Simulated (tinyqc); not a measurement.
Worked calculation: RKS/BP86 in the 3-21g basis, for H2, spin multiplicity 1. One step of it, computed by the program tinyqc.

Task: Iteration 1: diagonalisation and new density. Diagonalise F' = X^T F X, C = X C', fill 1 alpha and 1 beta electrons from the bottom; D = 2 C_occ C_occ^T. Each column has its largest component positive (the first on a tie).

Kohn-Sham matrix F (hartree), lower triangle:
```
           1H 1s      1H 2s      2H 1s      2H 2s
1H 1s   0.089915
1H 2s  -0.331720  -0.219722
2H 1s  -0.154196  -0.213978   0.089915
2H 2s  -0.213978  -0.214762  -0.331720  -0.219722
```

X, lower triangle:
```
           1H 1s      1H 2s      2H 1s     2H 2s
1H 1s   1.239985
1H 2s  -0.484254   1.484729
2H 1s   0.021876   0.022884   1.239985
2H 2s   0.022884  -0.478977  -0.484254  1.484729
```

Give: F' = X^T F X; orbital energies; coefficients C; D after iteration 1.

Result:

F' = X^T F X (hartree), lower triangle:
```
         1        2        3       4
1   0.4735
2  -0.5137   0.1657
3  -0.0329  -0.0559   0.4735
4  -0.0559  -0.1125  -0.5137  0.1657
```

orbital energies (hartree): MO1 -0.3548, MO2 -0.0795, MO3 0.8486, MO4 0.8641

coefficients C:
```
          MO1      MO2      MO3      MO4
1H 1s  0.2544   0.2477   0.9154  -0.8995
1H 2s  0.3882   0.8734  -0.6793   1.1375
2H 1s  0.2544  -0.2477   0.9154   0.8995
2H 2s  0.3882  -0.8734  -0.6793  -1.1375
```

D after iteration 1, lower triangle:
```
        1H 1s   1H 2s   2H 1s   2H 2s
1H 1s  0.1294
1H 2s  0.1975  0.3014
2H 1s  0.1294  0.1975  0.1294
2H 2s  0.1975  0.3014  0.1975  0.3014
```
